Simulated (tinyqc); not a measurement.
Electron mobility in a silicon inversion layer, empirical terms and Matthiessen rule: two steps of the calculation.

Inversion layer of sheet density Ns on a uniformly doped body. The mobility terms are empirical power laws with prefactors chosen for the exercise; adding their inverses (Matthiessen) is itself an approximation.

Parameters, values chosen for the exercise; material values close to those of silicon: temperature T = 300 K; band gap Eg = 1.13 eV; relative permittivity of the semiconductor eps_r = 11.7; conduction-band density of states at T Nc = 2.79e19 cm^-3; valence-band density of states at T Nv = 2.61e19 cm^-3; body doping Nb = 9.7e17 cm^-3; reverse body bias Vsb = 0 V; weight of the inversion charge in the effective field eta = 0.5; phonon-limited mobility at 1 MV/cm and 300 K Ap = 402 cm^2/(V s); roughness-limited mobility at 1 MV/cm As = 1220 cm^2/(V s); exponent of the roughness term gs = 2; Coulomb prefactor Ac = 3300 cm^2/(V s); charge at the interface Nit = 1.8e11 cm^-2; inversion density Ns = 3.6e12 cm^-2; ratio W/L WL = 1; drain voltage Vd = 0.01 V; measured linear current I = 1.5 uA.

Constants: q = 1.602176634e-19 C, kB = 1.380649e-23 J/K, Vt = kB T/q, eps0 = 8.8541878128e-14 F/cm where lengths are in cm. Results are converted to the units shown.

Question 1. Depletion charge and effective field. ni = sqrt(Nc Nv) exp(-Eg/(2 Vt)), Eg in volts; Ndep = sqrt(2 eps0 eps_r Nb (2 Vt ln(Nb/ni) + Vsb)/q); E = q (Ndep + eta Ns)/(eps0 eps_r), in MV/cm.

Give: ni; Ndep; E.

Answer 1.

ni = 8.7004e9 cm^-3
Ndep = 3.4666e12 cm^-2
E = 0.81453 MV/cm

The depletion charge gives 65.8 % of the field.

Question 2. Inversion density for the measured current. I = (W/L) q Ns mu Vd. E = q (Ndep + eta Ns)/(eps0 eps_r) in MV/cm. With t = T/(300 K): muC = Ac (Ns/1e12 cm^-2) t/(Nb/1e17 cm^-3 + Nit/1e11 cm^-2), muP = Ap E^(-1/3) t^(-1.75), muS = As E^(-gs); 1/mu is the sum of the inverses. Ns(new) = I/((W/L) q mu Vd).

Ns after iteration 1 = 4.2058386e12 cm^-2
Ndep = 3.4666191e12 cm^-2

Give: E; mu; Ns after iteration 2.

Answer 2.

E = 0.86138 MV/cm
mu = 262.91 cm^2/(V s)
Ns after iteration 2 = 3.5610e12 cm^-2

Program tinyqc, `OMP_NUM_THREADS=1 python tinyqc.py 2510123 2510124 out.jsonl`; Intel Xeon 2.30GHz, shared host, one thread, about 0.01 s.
